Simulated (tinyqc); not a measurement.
Circular transfer-length structure: resistance against gap.

A disc contact of radius r0 and a very wide ring contact from r1 = r0 + sp outwards lie on a thin layer; the metal has no resistance and the sheet resistance under the contacts equals Rsh.

Transfer length Lt = sqrt(rc/Rsh). R = (Rsh/2 pi) [(Lt/r0) I0(r0/Lt)/I1(r0/Lt) + ln(r1/r0) + (Lt/r1) K0(r1/Lt)/K1(r1/Lt)] with modified Bessel functions; for r0 >> Lt both ratios tend to 1. The last column is Rsh (sp + 2 Lt)/(2 pi r0).

Values chosen for this exercise:

| symbol | value | unit | meaning |
|---|---|---|---|
| Rsh | 2500 | ohm/sq | sheet resistance of the semiconductor layer |
| rc | 2.3e-8 | ohm cm^2 | specific contact resistivity |
| r0 | 0.8 | um | radius of the inner contact |

Results:

| sp (um) | R (ohm) | large-radius form (ohm) | linear form (ohm) |
|---|---|---|---|
| 0.048 | 52.55 | 52.50 | 54.04 |
| 0.076 | 65.03 | 64.97 | 67.97 |
| 0.12 | 83.90 | 83.81 | 89.85 |
| 0.29 | 149.4 | 149.2 | 174.4 |
| 0.45 | 202.5 | 202.3 | 254.0 |
| 0.71 | 276.1 | 275.8 | 383.3 |
| 1.1 | 365.9 | 365.6 | 577.3 |

Estimate the missing row, sp = 0.19 um.

Computed row:

| sp (um) | R (ohm) | large-radius form (ohm) | linear form (ohm) |
|---|---|---|---|
| 0.19 | 112.2 | 112.1 | 124.7 |

With this row back in the table: R rises from 52.5 to 366 ohm. The linear form is 2.8 % above it in the first row and 58 % above it in the last, where ln(1 + sp/r0) has bent well below sp/r0. A straight line through the end rows, read with the linear form, gives Rsh = 1500 ohm/sq and Lt = 0.0642 um, against 2500 and 0.0303.

tinyqc, about 0.01 s, one thread, Intel Xeon 2.30GHz (shared host): `OMP_NUM_THREADS=1 python tinyqc.py 2760058 2760059 out.jsonl`
